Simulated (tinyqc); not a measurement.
Interlayer thickness: switching kinetics of a ferroelectric film and the memory window of a ferroelectric gate stack. Computed by tinyqc, a small Python program. Command: `OMP_NUM_THREADS=1 python tinyqc.py 3022486 3022487 out.jsonl feswitch walk`. One thread of a shared host (Intel(R) Xeon(R) Processor @ 2.30GHz), about 0.02 s of CPU time with the checks.

Fields in MV/cm; 1 microcoulomb/cm^2 over eps_0 is 11.29409 MV/cm. In the stack (metal, ferroelectric, interlayer, channel) the channel is taken as a conductor.

Inputs (values chosen for the exercise, for a model hafnia-based film):
```
quantity                                 value               unit
saturation polarisation P_s                 27  microcoulomb/cm^2
ratio P_r/P_s                             0.78                  -
coercive field E_c                         1.2              MV/cm
permittivity of the ferroelectric eps_F     32                  -
thickness t_F                               14                 nm
permittivity of the interlayer eps_I       5.5                  -
share s of P screened by trapped charge   0.74                  -
pulse height V                             3.8                  V
breakdown field of the interlayer           11              MV/cm
```

Method. Series stack: V = E_F t_F + E_I t_I and eps_I E_I = eps_F E_F + (1 - s) P/eps_0. E_I is for P = +P_s at the pulse height, the depolarising field for P = +P_r at V = 0; V needed puts E_F = 1.5 E_c after switching.

Stack against t_I:
```
t_I (nm)  E_F after (MV/cm)  E_I (MV/cm)  depolarising field / E_c  V needed (V)
0.3                  2.1387       26.859                   0.17853        3.2666
0.5                  1.8211       25.011                   0.27707        3.7644
0.8                  1.4188       22.670                   0.40183        4.5110
1.2                  0.9866       20.156                   0.53589        5.5066
1.6                  0.6408       18.143                   0.64318        6.5021
2.0                  0.3577       16.496                   0.73099        7.4976
3.0                 -0.1668       13.445                   0.89367        9.9864
```

What follows from these numbers?

Each nanometre of interlayer costs 2.49 V, against 0.18 V for a nanometre of ferroelectric. The depolarising field grows from 0.18 to 0.89 E_c. At E_F = 1.5 E_c the interlayer carries (1.5 eps_F E_c + (1 - s) P_s/eps_0)/eps_I = 24.9 MV/cm whatever its thickness, above its breakdown field of 11 MV/cm, so the voltages in the last column could not be applied without breakdown. Caution: rows with E_I above the breakdown field of the interlayer cannot be reached without charge injection. Caution: where E_F after switching is below E_c the switching stalls before P_s, and where the depolarising field exceeds E_c the state switches back, so those rows describe states that are not held.
